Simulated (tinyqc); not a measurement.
## p-n junction with a stepped n side, non-linear Poisson equation by Newton steps: capacitance and field against bias

One dimension, p side on the left, n side on the right; net doping C = -Na for x < 0, +N1 for 0 < x < L1 and +Nd beyond. The potential psi is counted from the intrinsic level, and the quasi-Fermi potentials are flat: 0 for holes and -V for electrons, so n = ni exp((psi + V)/Vt) and p = ni exp(-psi/Vt) (Boltzmann statistics, full ionisation, no current).

The Poisson equation d/dx(eps0 eps_r dpsi/dx) = -q (p - n + C) is solved on a mesh of more than 1000 nodes that ends in neutral material (psi_p = -Vt ln(Na/ni), psi_n = Vt ln(Nd/ni) - V). C_j = q d/dV of the integral of p over x, from the linearised equation. ni = sqrt(Nc Nv) exp(-Eg/(2 Vt)), Eg in volts. Depletion approximation: Vbi = Vt ln(Na Nd/ni^2), W = sqrt(2 eps0 eps_r (Vbi - V)(1/Na + 1/Nd)/q), xp = W Nd/(Na + Nd), xn = W Na/(Na + Nd), peak field 2 (Vbi - V)/W, capacitance eps0 eps_r/W. The last column applies it to an abrupt Na-Nd junction.

Values chosen for this exercise; band and dielectric values those of a made-up semiconductor:
- T = 400 K (temperature)
- Eg = 1.26 eV (band gap)
- eps_r = 13.7 (relative permittivity)
- Nc = 4.14e19 cm^-3 (conduction-band density of states at T)
- Nv = 4.83e19 cm^-3 (valence-band density of states at T)
- Na = 6.6e17 cm^-3 (acceptor density of the p side)
- Nd = 3.2e17 cm^-3 (donor density of the n side)
- L1 = 20 nm (width of the first n layer)
- N1 = 1.6e18 cm^-3 (donor density of the first n layer)

Constants: q = 1.602176634e-19 C, kB = 1.380649e-23 J/K, Vt = kB T/q, eps0 = 8.8541878128e-14 F/cm where lengths are in cm. Results are converted to the units shown.

Capacitance and field against bias:
```
V (V)  peak |E| (kV/cm)  C_j (nF/cm^2)  1/C_j^2 (cm^4/uF^2)  eps0 eps_r/C_j (nm)  abrupt depletion C (nF/cm^2)
0.14              310.7          235.7                17.99                51.45                         161.4
-0.1              354.1          204.4                23.94                59.36                         141.6
-0.34             392.1          181.3                30.44                66.92                         127.7
-0.57             424.7          163.4                37.46                74.24                         117.6
-0.81             455.5          147.5                45.93                82.21                         109.3
-1.05             483.3          134.0                55.69                90.53                         102.5
-1.29             508.6          122.7                66.44                98.87                         96.81
-1.52             531.0          113.8                77.21                106.6                         92.18
-1.76             552.8          106.2                88.62                114.2                         88.00
-2                573.1          99.97                100.1                121.3                         84.34
```

With V going from 0.14 to -2 V, C_j falls from 236 to 100 nF/cm^2 and the peak field rises from 311 to 573 kV/cm. The slope of 1/C_j^2, read as N = 2/(q eps0 eps_r |slope|), gives 4.15e17 cm^-3 between the first two rows and 2.16e17 cm^-3 between the last two, against Na Nd/(Na + Nd) = 2.16e17 cm^-3; it is not a straight line, so no single doping describes it. At the end C_j goes as (Vbi - V)^(-0.71) with Vbi = 0.944 V, and it is 19 % above the abrupt depletion formula (at the first row 46 % above it).

Computed by the program tinyqc: `OMP_NUM_THREADS=1 python tinyqc.py 2000105 2000106 out.jsonl`, one thread of a shared Intel Xeon 2.30GHz, about 0.03 s for the whole run.
